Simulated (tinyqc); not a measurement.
Permeation of metal atoms or ions through a thin barrier or dielectric: time lag, field-aided drift and lifetime: one step, computed by the program tinyqc. Command: `OMP_NUM_THREADS=1 python tinyqc.py 3026866 3026867 out.jsonl barrier walk`. One thread of a shared host (Intel(R) Xeon(R) Processor @ 2.30GHz), about 0.01 s of CPU time with the checks.

The film 0 < x < d is empty at first; C = C0 at x = 0 and C = 0 at x = d. dC/dt = D d2C/dx2 - v dC/dx with drift v = D z e V/(k_B T d) (uniform field, no space charge).

Question. Dose at time s. Steady flux J = (D C0/d) P/(1 - exp(-P)); time lag in units of d^2/D: s_L = [P (1 + exp(-P))/(1 - exp(-P)) - 2]/P^2 (P = 0: J = D C0/d, s_L = 1/6). Dose through the film Q(s) = C0 d {f (s - s_L) - 2 exp(P/2) sum_(n=1..200) (-1)^n n^2 pi^2 exp(-l_n s)/l_n^2}, l_n = n^2 pi^2 + P^2/4, f = P/(1 - exp(-P)) the relative flux.

Inputs (values chosen for the exercise, for a model case: singly charged ions through a dielectric):
```
quantity                               value    unit
thickness d                               32      nm
concentration at the source side C0  1.2e+15  1/cm^3
test temperature T                       225       C
time in units of d^2/D, s               0.24       -
```

Peclet number P = 0.9085139

time scale d^2/D = 142184.9 s

Give: Q/(C0 d); dose Q; time.

Answer.

Q/(C0 d) = 0.14232

dose Q = 5.4650e+08 1/cm^2

time = 34124 s
